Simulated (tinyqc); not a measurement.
Lattice vibrations of a chain, step by step. One step of it, computed by the program tinyqc.

Problem. Dynamical matrix at q = 0.33. q is in units of 2 pi/a. A spring k from atom i to atom j, n cells on, adds k to Phi_ii and Phi_jj, -k exp(2 pi i q n) to Phi_ij and the conjugate to Phi_ji (for one atom a cell: 2k (1 - cos 2 pi q n)); D_ij = Phi_ij / sqrt(m_i m_j).

A chain moving along its axis:
```
atom                mass (u)  spring to the next atom (eV/angstrom^2)
1                  39.100000                                18.800000
2                  63.700000                                15.300000
3                  15.600000                                20.800000
second neighbours          -                                 3.000000
```

Give: D(q).

Solution.

D(q) (eV/(angstrom^2 u)):
$$\begin{pmatrix}
1.1662 & -0.3477+0.0527i & 0.2843+0.7380i \\
-0.3477-0.0527i & 0.6295 & -0.4395+0.0834i \\
0.2843-0.7380i & -0.4395-0.0834i & 2.6987
\end{pmatrix}$$
